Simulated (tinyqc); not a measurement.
# Zero-field depth and permittivity from two fields

Problem. The apparent depth of a Coulomb trap is Et - sqrt(q F/(pi eps0 eps_r)). Find Et and eps_r.

Constants: q = 1.602176634e-19 C, eps0 = 8.8541878128e-14 F/cm where lengths are in cm. Results are converted to the units shown.

apparent depth at F = 25 and 100 kV/cm (eV): [0.31094381, 0.27188761]

Solution. The depth is linear in sqrt(F): the intercept is Et and the slope -sqrt(q/(pi eps0 eps_r)).

Et = 0.350 eV
eps_r = 9.44

Computed by the program tinyqc: `OMP_NUM_THREADS=1 python tinyqc.py 2050168 2050169 out.jsonl`, one thread of a shared Intel Xeon 2.30GHz, about 0.01 s for the whole run.
